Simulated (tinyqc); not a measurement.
Worked calculation: RKS/exchange-only LDA in the sto-3g basis, for H6, spin multiplicity 1. One step of it, computed by the program tinyqc.

Question. Iteration 2: diagonalisation and new density. Diagonalise F' = X^T F X, C = X C', fill 3 alpha and 3 beta electrons from the bottom; D = 2 C_occ C_occ^T. Each column has its largest component positive (the first on a tie).

extrapolated F (hartree), order 1H 1s, 2H 1s, 3H 1s, 4H 1s, 5H 1s, 6H 1s:
```
[[0.329269, -0.131018, -0.012495, -0.000653, -0.000003, 0.000000],
 [-0.131018, -0.313016, -0.123353, -0.013935, -0.000206, -0.000003],
 [-0.012495, -0.123353, -0.369180, -0.242663, -0.013961, -0.000653],
 [-0.000653, -0.013935, -0.242663, -0.368991, -0.123499, -0.012488],
 [-0.000003, -0.000206, -0.013961, -0.123499, -0.312557, -0.130572],
 [0.000000, -0.000003, -0.000653, -0.012488, -0.130572, 0.330683]]
```

X, order 1H 1s, 2H 1s, 3H 1s, 4H 1s, 5H 1s, 6H 1s:
```
[[1.041362, -0.172009, 0.015093, -0.002799, 0.000279, -0.000056],
 [-0.172009, 1.052760, -0.091322, 0.015313, -0.001436, 0.000278],
 [0.015093, -0.091322, 1.053249, -0.174330, 0.015330, -0.002798],
 [-0.002799, 0.015313, -0.174330, 1.053284, -0.091456, 0.015094],
 [0.000279, -0.001436, 0.015330, -0.091456, 1.052673, -0.171748],
 [-0.000056, 0.000278, -0.002798, 0.015094, -0.171748, 1.041242]]
```

Give: F' = X^T F X; orbital energies; coefficients C; D after iteration 2.

Answer.

F' = X^T F X (hartree):
```
[[0.3949, -0.1520, 0.0169, -0.0039, 0.0005, -0.0001],
 [-0.1520, -0.2693, -0.0792, 0.0153, -0.0018, 0.0005],
 [0.0169, -0.0792, -0.3108, -0.1454, 0.0153, -0.0039],
 [-0.0039, 0.0153, -0.1454, -0.3105, -0.0793, 0.0169],
 [0.0005, -0.0018, 0.0153, -0.0793, -0.2689, -0.1518],
 [-0.0001, 0.0005, -0.0039, 0.0169, -0.1518, 0.3962]]
```

orbital energies (hartree): [-0.4773, -0.3444, -0.2832, -0.1244, 0.4289, 0.4319]

coefficients C, order 1H 1s, 2H 1s, 3H 1s, 4H 1s, 5H 1s, 6H 1s:
```
[[0.0000, 0.0229, 0.0415, 0.0546, 0.8740, -0.5875],
 [0.1848, 0.6035, 0.6755, 0.3609, -0.3296, 0.2299],
 [0.5708, 0.3209, -0.2517, -0.8044, 0.0549, -0.0798],
 [0.5701, -0.3230, -0.2476, 0.8053, 0.0207, 0.0945],
 [0.1843, -0.5996, 0.6783, -0.3630, -0.2184, -0.3364],
 [-0.0001, -0.0225, 0.0413, -0.0545, 0.5886, 0.8731]]
```

D after iteration 2, order 1H 1s, 2H 1s, 3H 1s, 4H 1s, 5H 1s, 6H 1s:
```
[[0.0045, 0.0837, -0.0062, -0.0354, 0.0288, 0.0024],
 [0.0837, 1.7094, 0.2583, -0.5136, 0.2609, 0.0285],
 [-0.0062, 0.2583, 0.9843, 0.5682, -0.5159, -0.0353],
 [-0.0354, -0.5136, 0.5682, 0.9814, 0.2615, -0.0060],
 [0.0288, 0.2609, -0.5159, 0.2615, 1.7072, 0.0829],
 [0.0024, 0.0285, -0.0353, -0.0060, 0.0829, 0.0044]]
```
